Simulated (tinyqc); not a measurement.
# Changing the corrugation W

Model: Frenkel-Kontorova chain: a misfit dislocation (kink) in a monolayer on a periodic substrate. Computed by tinyqc, a small Python program. Command: `OMP_NUM_THREADS=1 python tinyqc.py 3031788 3031789 out.jsonl fkchain sweep`. One thread of a shared host (Intel(R) Xeon(R) Processor @ 2.30GHz), about 0.04 s of CPU time with the checks.

E = sum_j [(k/2)(x_(j+1) - x_j - b)^2 + (W/2)(1 - cos(2 pi x_j/a))], x_j = a (j + u_j). A kink takes u from 0 to 1: the chain is stretched by one period and has one atom fewer than wells.

Inputs (values chosen for the exercise, for a model overlayer):

| quantity | value | unit |
|---|---|---|
| spring constant k | 3.33 | eV/angstrom^2 |
| substrate period a | 3.81 | angstrom |
| misfit f = (b - a)/a | 0.19 | - |
| atoms on each side n | 10 | - |
| atomic mass M | 55.8 | u |

Relaxation: Newton steps.

Constants: nu for 1 eV/(angstrom^2 u) = 15.6333042 THz.

Method:
- l0 = sqrt(k a^2/(2 W)); kink u(j) = (2/pi) arctan exp(pi j/l0); kink energy at f = 0: E0 = (4/pi) W l0; with misfit E0 - k a^2 f; kinks become favourable at f_c = 2/(pi l0), and a coherent chain with free ends loses stability at f_m = 1/l0. Lowest vibration of the flat chain: nu0 = 15.6333042 THz x sqrt(2 pi^2 W/(a^2 M)).
- Discrete chain at f = 0, ends held at u = 0 and 1: E = (k a^2/2) sum (u_(j+1) - u_j)^2 + (W/2) sum (1 - cos 2 pi u_j), gradient g_j = k a^2 (2 u_j - u_(j-1) - u_(j+1)) + pi W sin(2 pi u_j), Hessian 2 k a^2 + 2 pi^2 W cos(2 pi u_j) on the diagonal and -k a^2 beside it.
- Start as above (continuum shape at j + 1/2, j = -n..n-1, l0 = sqrt(k a^2/(2 W))). u(new) = u - H^-1 g; stop when the largest gradient is below 1e-9 eV.
- Repeat by Newton steps with an atom at the centre (j = -n..n, u_0 = 1/2). Barrier = difference of the two energies; the lowest Hessian eigenvalue tells minimum from saddle.

One run for each value:

| corrugation W (eV) | kink width l0 | Peierls barrier (meV) | energy, centre between atoms (eV) | kink energy E0 (eV) | critical misfit f_c |
|---|---|---|---|---|---|
| 1.6 | 3.8866 | 3.1877e+00 | 7.841 | 7.918 | 0.16380 |
| 2.1 | 3.3925 | 1.4470e+01 | 8.948 | 9.071 | 0.18765 |
| 2.8 | 2.9380 | 5.7530e+01 | 10.262 | 10.474 | 0.21668 |
| 3.6 | 2.5911 | 1.6294e+02 | 11.517 | 11.877 | 0.24570 |
| 4.7 | 2.2677 | 4.2271e+02 | 12.924 | 13.570 | 0.28074 |
| 6.2 | 1.9744 | 9.8237e+02 | 14.410 | 15.586 | 0.32244 |
| 8.1 | 1.7274 | 1.9631e+03 | 15.806 | 17.815 | 0.36855 |
| 11.0 | 1.4823 | 3.8547e+03 | 17.293 | 20.761 | 0.42948 |
| 14.0 | 1.3139 | 6.1222e+03 | 18.351 | 23.421 | 0.48452 |

Over the rows, kink width l0 falls from 3.89 to 1.31 (exponent d ln y / d ln x about -0.50 throughout); Peierls barrier (meV) rises from 3.19 to 6120 (exponent d ln y / d ln x 5.6 between the first rows and 1.9 between the last); energy, centre between atoms (eV) rises from 7.84 to 18.4 (exponent d ln y / d ln x 0.49 between the first rows and 0.25 between the last). The exponent of kink energy E0 stays at 0.50: the geometric mean of spring and corrugation. The exponent of critical misfit f_c stays at 0.50: f_c goes as 1/l0. ln(barrier/W) against l0 has the slope -2.51 between the first rows; for wide kinks the law is l0^2 exp(-pi l0), with slope 2/l0 - pi = -2.59. The continuum energy is too high by 0.98 % in the first row and 28 % in the last.

Caution (all rows): a corrugation above 1 eV is larger than real overlayers usually show; it is chosen to keep the kink narrow. Caution (rows 2.80, 3.60, 4.70, 6.20, 8.10, 11.0, 14.0): for l0 below about 3 the kink spans few atoms, and the continuum kink energy is off by about 2 per cent or more.

Extremes, crossings and ranges named in words are read from the listed rows.
